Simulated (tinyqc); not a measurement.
Luttinger-Kohn k.p, four valence bands, step by step. One step of it, computed by the program tinyqc.

Question. Bloch Hamiltonian at k. P = c g1 k^2, Q = c g2 (kx^2 + ky^2 - 2 kz^2), R = c sqrt3 [-g2 (kx^2 - ky^2) + 2i g3 kx ky], S = 2 c sqrt3 g3 (kx - i ky) kz, c = hbar^2/2m = 3.809982 eV angstrom^2; rows [P+Q, -S, R, 0], [-S*, P-Q, 0, R], [R*, 0, P-Q, S], [0, R*, S*, P+Q]. The path ends lie at |k| = 0.05 1/angstrom.

Luttinger parameters chosen for this model; energies are counted downward from the top of the valence band:
```
parameter     value  unit
g1         5.750000
g2         1.830000
g3         2.630000
```

k point k (1/angstrom): [-0.037000, -0.002000, 0.011000]

Give: H(k) at k.

Answer.

H(k) at k (eV), order 3/2, 1/2, -1/2, -3/2:
$$\begin{pmatrix}
0.041 & 0.014-0.001i & -0.016+0.003i & 0.000 \\
0.014+0.001i & 0.025 & 0.000 & -0.016+0.003i \\
-0.016-0.003i & 0.000 & 0.025 & -0.014+0.001i \\
0.000 & -0.016-0.003i & -0.014-0.001i & 0.041
\end{pmatrix}$$
